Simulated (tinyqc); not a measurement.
Inside a calculation. Model: nudged elastic band on a two-dimensional model surface. Computed by tinyqc, a small Python program that keeps every step. Command: `OMP_NUM_THREADS=1 python tinyqc.py 3001180 3001181 out.jsonl neb walk`. One thread of a shared host (Intel(R) Xeon(R) Processor @ 2.30GHz), about 0.2 s of CPU time with the checks. Intermediate numbers are printed to about 6 digits and carried at full precision; extremes and crossings named in words are read from the listed rows.

V(x, y) = h u^2 + t x + (kappa/2)(y + c u)^2 with u = x^2/w^2 - 1; the path runs from the minimum near (-w, 0) to that near (w, 0).

Inputs (values chosen for the exercise, for a model surface): height h = 1.3 eV; half width w = 1.2 angstrom; transverse stiffness kappa = 5.9 eV/angstrom^2; curvature c = 0.79 angstrom; tilt t = 0.24 eV/angstrom; movable images n = 7; spring constant k_s = 6.9 eV/angstrom^2; step factor eta = 0.024 angstrom^2/eV; iteration cap = 600.

Surface: curved double well. Climbing image: on.

## Stationary points

Newton steps x(new) = x - H^-1 grad V (moves limited to 0.3 angstrom) from (-w, 0), (w, 0) and (0, c) give the two minima and the saddle.

positions (angstrom), rows start, end, saddle, columns x, y:
$$\begin{pmatrix}
-1.23194 & -0.04262 \\
1.16528 & 0.04506 \\
0.06667 & 0.78756
\end{pmatrix}$$

energies (eV): start -0.29188, end 0.28390, saddle 1.30799

barrier from the start = 1.59987 eV

## Straight-line start

Images are spaced evenly on the line between the minima.

images at the start (angstrom), rows image 1, image 2, image 3, image 4, image 5, image 6, image 7, columns x, y:
$$\begin{pmatrix}
-0.932291 & -0.031660 \\
-0.632639 & -0.020700 \\
-0.332986 & -0.009740 \\
-0.033334 & 0.001219 \\
0.266319 & 0.012179 \\
0.565971 & 0.023138 \\
0.865624 & 0.034098
\end{pmatrix}$$

energies above the start (eV): [0.62319, 1.84866, 2.93014, 3.41446, 3.14156, 2.24451, 1.14948]

The highest image lies +1.8146 eV from the true barrier.

## Iteration 1

Tangent at image i: towards the higher neighbour if the energies rise or fall through i; at a maximum or minimum, tau = t+ dmax + t- dmin if V(i+1) > V(i-1), else t+ dmin + t- dmax, with t+ = R(i+1) - R(i), t- = R(i) - R(i-1) and dmax, dmin the larger and smaller of |V(i+1) - V(i)| and |V(i-1) - V(i)|; then normalise. Force F = -grad V + (grad V.tau) tau + k_s (|t+| - |t-|) tau. With a climbing image, the highest image feels instead F = -grad V + 2 (grad V.tau) tau and no spring. Update R(new) = R + eta F; the end points stay fixed.

unit tangents, rows image 1, image 2, image 3, image 4, image 5, image 6, image 7, columns x, y:
$$\begin{pmatrix}
0.999332 & 0.036550 \\
0.999332 & 0.036550 \\
0.999332 & 0.036550 \\
0.999332 & 0.036550 \\
0.999332 & 0.036550 \\
0.999332 & 0.036550 \\
0.999332 & 0.036550
\end{pmatrix}$$

forces (eV/angstrom), rows image 1, image 2, image 3, image 4, image 5, image 6, image 7, columns x, y:
$$\begin{pmatrix}
-0.07919 & 2.16528 \\
-0.13315 & 3.64044 \\
-0.16317 & 4.46123 \\
0.18924 & 4.67653 \\
-0.15663 & 4.28259 \\
-0.12269 & 3.35461 \\
-0.07005 & 1.91517
\end{pmatrix}$$

images after iteration 1 (angstrom), rows image 1, image 2, image 3, image 4, image 5, image 6, image 7, columns x, y:
$$\begin{pmatrix}
-0.934192 & 0.020307 \\
-0.635834 & 0.066671 \\
-0.336902 & 0.097329 \\
-0.028792 & 0.113456 \\
0.262560 & 0.114961 \\
0.563027 & 0.103649 \\
0.863943 & 0.080062
\end{pmatrix}$$

## Iteration 2

The formulas are those given above.

unit tangents, rows image 1, image 2, image 3, image 4, image 5, image 6, image 7, columns x, y:
$$\begin{pmatrix}
0.988140 & 0.153553 \\
0.994782 & 0.102025 \\
0.998633 & 0.052269 \\
0.999792 & 0.020385 \\
0.999987 & 0.005166 \\
0.999292 & -0.037621 \\
0.996942 & -0.078144
\end{pmatrix}$$

forces (eV/angstrom), rows image 1, image 2, image 3, image 4, image 5, image 6, image 7, columns x, y:
$$\begin{pmatrix}
-0.35520 & 2.17839 \\
-0.35137 & 3.32872 \\
-0.14627 & 3.85490 \\
0.30694 & 4.00477 \\
0.04496 & 3.75081 \\
0.12620 & 3.13963 \\
0.16654 & 1.99033
\end{pmatrix}$$

images after iteration 2 (angstrom), rows image 1, image 2, image 3, image 4, image 5, image 6, image 7, columns x, y:
$$\begin{pmatrix}
-0.942717 & 0.072588 \\
-0.644267 & 0.146560 \\
-0.340413 & 0.189847 \\
-0.021425 & 0.209570 \\
0.263639 & 0.204980 \\
0.566056 & 0.179000 \\
0.867940 & 0.127830
\end{pmatrix}$$

## All iterations

Start on the straight line; stop when the largest force is below 1e-4 or above 1e6 eV/angstrom.

Course of the band:
```
iteration  highest image (eV)  largest force (eV/angstrom)
1                     3.41446                  4.68036e+00
2                     2.93191                  4.01651e+00
3                     2.57890                  3.44609e+00
4                     2.32017                  2.95691e+00
5                     2.13013                  2.53762e+00
6                     1.99031                  2.17814e+00
7                     1.88736                  1.86985e+00
8                     1.81153                  1.60537e+00
9                     1.75567                  1.37842e+00
...                       ...                          ...
94                    1.59987                  1.96863e-04
95                    1.59987                  1.80353e-04
96                    1.59987                  1.65222e-04
97                    1.59987                  1.51354e-04
98                    1.59987                  1.38645e-04
99                    1.59987                  1.26998e-04
100                   1.59987                  1.16326e-04
101                   1.59987                  1.06547e-04
102                   1.59987                  9.75874e-05
```

Band at the end:
```
image  x (angstrom)  y (angstrom)   E (eV)
0          -1.23194     -0.042619  0.00000
1          -1.02371      0.312472  0.17053
2          -0.72625      0.597033  0.66707
3          -0.34306      0.747468  1.30717
4           0.06666      0.787562  1.59987
5           0.41019      0.727183  1.40685
6           0.72699      0.581234  1.00666
7           0.97882      0.339867  0.68921
8           1.16528      0.045058  0.57578
```

energy of the highest image = 1.59987 eV

iterations = 102

largest force at the end = 9.75874e-05 eV/angstrom

Converged in 102 iterations. The climbing image sits on the saddle, so its energy is the barrier.

## Plain band against climbing image

Images are counted without the end points, and convergence is judged on the largest force on an image. Each run starts on the straight line with the same k_s and eta, for at most 1500 iterations; errors are against the Newton saddle; a dash marks a run that did not reach 1e-4 eV/angstrom.

Error of the highest image (meV) and iterations:
```
images  plain, error  plain, iterations  climbing, error  climbing, iterations
2           -231.388                 65                0                    95
3            -29.492                 78                0                    78
4            -54.713                 95                0                    98
5            -29.514                136                0                    87
6            -14.434                163                0                    96
8             -3.093                241                0                   112
10            -0.200                327                0                   134
```

The plain band underestimates the barrier by 0.20 to 231.39 meV, depending on how near an image falls to the saddle (worst for 2 images, best for 10). The climbing image is within about 0.001 meV in every converged run, so few images suffice for the barrier.

Checks made by the program: climbing image against the Newton saddle (relative difference below 1e-10).
